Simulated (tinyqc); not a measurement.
Quantum point contact as a saddle point with Zeeman splitting: one step of the calculation.

Potential V0 - m wx^2 x^2/2 + m wy^2 y^2/2; energies are counted from V0. Mode n = 0, 1, ... transmits T_n(E) = 1/(1 + exp(-2 pi (E - E_n)/wx)), E_n = wy (n + 1/2) +/- Ez/2 for the two spins, Ez = gs muB B, muB = q hbar/(2 m0); each spin carries q^2/h.

Problem. Thermal average on a coarse grid. g(T) = int g(E) (-df/dE) dE = int g(mu + x kB T) dx/(4 cosh^2(x/2)), g(E) the zero-temperature value at E, g = G/(2 q^2/h). Simpson's rule on nE equally spaced x from -xm to xm.

Parameters, values chosen for the exercise:
```
symbol  value  unit                             meaning
T         0.3     K                         temperature
wy        3.4   meV          transverse quantum hbar wy
wx        2.8   meV    curvature of the barrier hbar wx
mu       1.55   meV  Fermi level above the saddle point
gs        4.1                      size of the g factor
B           6     T             in-plane magnetic field
nE         15                 points of the energy grid
xm          8            half-range of the grid in kB T
```

Constants: q = 1.602176634e-19 C, kB = 1.380649e-23 J/K, hbar = 1.054571817e-34 J s, m0 = 9.1093837015e-31 kg, Vt = kB T/q. Results are converted to the units shown.

Find: x; E; g(E); weight; integral of the weight; g(T); g(T) divided by the integral of the weight.

Solution.

| point | x | E (meV) | g(E) | weight |
|---|---|---|---|---|
| 0 | -8.000 | 1.343 | 0.3869 | 0.0003 |
| 1 | -6.857 | 1.373 | 0.3965 | 0.0010 |
| 2 | -5.714 | 1.402 | 0.4061 | 0.0033 |
| 3 | -4.571 | 1.432 | 0.4157 | 0.0101 |
| 4 | -3.429 | 1.461 | 0.4252 | 0.0304 |
| 5 | -2.286 | 1.491 | 0.4347 | 0.0838 |
| 6 | -1.143 | 1.520 | 0.4442 | 0.1833 |
| 7 | 0.000 | 1.550 | 0.4536 | 0.2500 |
| 8 | 1.143 | 1.580 | 0.4630 | 0.1833 |
| 9 | 2.286 | 1.609 | 0.4724 | 0.0838 |
| 10 | 3.429 | 1.639 | 0.4818 | 0.0304 |
| 11 | 4.571 | 1.668 | 0.4912 | 0.0101 |
| 12 | 5.714 | 1.698 | 0.5005 | 0.0033 |
| 13 | 6.857 | 1.727 | 0.5099 | 0.0010 |
| 14 | 8.000 | 1.757 | 0.5193 | 0.0003 |

integral of the weight = 1.001
g(T) = 0.4542
g(T) divided by the integral of the weight = 0.4536

Range of the model: Orbital effects of the in-plane field and interactions (such as the 0.7 feature) are left out.

Numbers from tinyqc (`OMP_NUM_THREADS=1 python tinyqc.py 2740041 2740042 out.jsonl`; about 0.02 s on one thread of a shared Intel Xeon 2.30GHz).
